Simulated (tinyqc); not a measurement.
# Bottom-up copper filling of a trench by curvature-enhanced accelerator coverage, step by step

A worked calculation. Computed by tinyqc, a small Python program that keeps every step. Command: `OMP_NUM_THREADS=1 python tinyqc.py 3011287 3011288 out.jsonl superfill walk`. One thread of a shared host (Intel(R) Xeon(R) Processor @ 2.30GHz), about 0.05 s of CPU time with the checks. Intermediate numbers are printed to about 7 digits and carried at full precision; extremes and crossings named in words are read from the listed rows.

A rectangular trench keeps vertical walls and a flat floor. An accelerator floats on the surface; where area is lost in the corners it is passed on to the floor.

Inputs (values chosen for the exercise, close to those used for damascene copper plating):

| quantity | value | unit |
|---|---|---|
| trench width w | 77 | nm |
| aspect ratio h/w | 1.2 | - |
| exchange current of the suppressed surface i_0 | 0.046 | mA/cm^2 |
| exchange current of the accelerated surface i_1 | 1.6 | mA/cm^2 |
| transfer coefficient alpha | 0.39 | - |
| overpotential eta | 0.15 | V |
| starting coverage theta_0 | 0.012 | - |
| adsorption rate k_a | 0 | 1/s |
| cupric ion concentration C | 0.64 | mol/l |
| diffusivity D | 5.9e-06 | cm^2/s |
| boundary layer delta | 23 | um |
| temperature T | 298 | K |

Constants: e = 1.602176634e-19 C; N_A = 6.02214076e+23 1/mol; k_B = 8.617333262e-05 eV/K.

## Velocities

Kinetic current i_k = [i_0 (1 - theta) + i_1 theta] exp(alpha eta/(k_B T)), limit i_L = 2 F D C/delta, i = 1/(1/i_k + 1/i_L); velocity v = i Omega/(2F), Omega = 7.11 cm^3/mol, F = e N_A. Depletion inside the trench is ignored.

limiting current i_L = 316.8075 mA/cm^2

velocity at theta = 0 = 0.1651481 nm/s

velocity at theta_0 = 0.2319647 nm/s

velocity at theta = 1 = 5.482252 nm/s

ratio v(1)/v(theta_0) = 23.63399

Without acceleration the walls meet when the floor has risen by w/2, so a seam-free fill needs a mean floor-to-wall speed ratio of at least 2 h/w = 2.4.

## First rates

At the start theta_b = theta_s = theta_0 and x = w/2: d theta_b/dt = k_a (1 - theta_0) + 2 theta_0 v/x (theta_b on the floor, theta_s on the walls, x the half width). At this initial relative rate the doubling time without adsorption would be x ln2/(2 v).

rate from adsorption = 0 1/s

rate from area loss = 1.446014e-04 1/s

doubling time = 57.52204 s

## Filling

Half width x, floor height y, depth h = aspect ratio x w. dx/dt = -v_s, dy/dt = v_b. d theta_b/dt = k_a (1 - theta_b) + [theta_s v_b + theta_b v_s]/x: the floor takes the accelerator of the wall it covers and keeps its own as it narrows. d theta_s/dt = k_a (1 - theta_s). theta_b is capped at 1. Integrate (tolerance 1e-9) until the walls meet (x = 0.02 w/2) or the floor passes the original mouth y = h. Start: x = w/2, y = 0, theta_b = theta_s = theta_0. Height filled = y/h, opening left = x/(w/2).

Course of the fill (nine evenly spaced times):

| t (s) | x (nm) | y (nm) | theta_b | theta_s | v_b/v_s |
|---|---|---|---|---|---|
| 0.0000 | 38.50000 | 0.00000 | 0.0120000 | 0.012 | 1.00000 |
| 19.4549 | 33.98714 | 4.68020 | 0.0152458 | 0.012 | 1.07786 |
| 38.9099 | 29.47428 | 9.76990 | 0.0196523 | 0.012 | 1.18351 |
| 58.3648 | 24.96142 | 15.42873 | 0.0259258 | 0.012 | 1.33386 |
| 77.8197 | 20.44856 | 21.92438 | 0.0354593 | 0.012 | 1.56216 |
| 97.2747 | 15.93571 | 29.75300 | 0.0513963 | 0.012 | 1.94335 |
| 116.7296 | 11.42285 | 39.98497 | 0.0824505 | 0.012 | 2.68445 |
| 136.1846 | 6.90999 | 55.62229 | 0.1634543 | 0.012 | 4.60731 |
| 155.6395 | 2.39713 | 92.40000 | 0.6552837 | 0.012 | 15.97236 |

time at the end = 155.6395 s

share of the height filled from the floor = 1

opening left, as a share of w = 0.06226311

The floor escapes with 6 % of the opening left: a seam-free fill, and the enriched floor will overshoot into a bump. Caution: real profiles develop slanted corners, and accelerator is consumed; both are left out.

## The window in starting coverage

The formulas are those given above.

Outcome:

| theta_0 | v(1)/v(theta_0) | height filled | opening left | time (s) |
|---|---|---|---|---|
| 0.001 | 32.11270 | 0.492276 | 0.0200000 | 221.0063 |
| 0.003 | 30.14554 | 0.668205 | 0.0200000 | 207.4679 |
| 0.010 | 24.82523 | 1.000000 | 0.0472345 | 166.1043 |
| 0.020 | 19.82971 | 1.000000 | 0.1098415 | 123.9611 |
| 0.050 | 12.37400 | 1.000000 | 0.1898471 | 70.4010 |
| 0.100 | 7.61824 | 1.000000 | 0.2187520 | 41.7970 |
| 0.200 | 4.32066 | 1.000000 | 0.1467586 | 25.8895 |
| 0.400 | 2.33105 | 0.826550 | 0.0200000 | 16.0428 |
| 0.800 | 1.22976 | 0.496817 | 0.0200000 | 8.4634 |

The fill succeeds for theta_0 from 0.01 to 0.2 among these rows, with the widest margin at 0.1. Too little accelerator takes too long to concentrate. Too much speeds the walls as well and removes the contrast.

Checks made by the program: conservation of accelerator while theta_b is below 1 (relative difference below 1e-10).
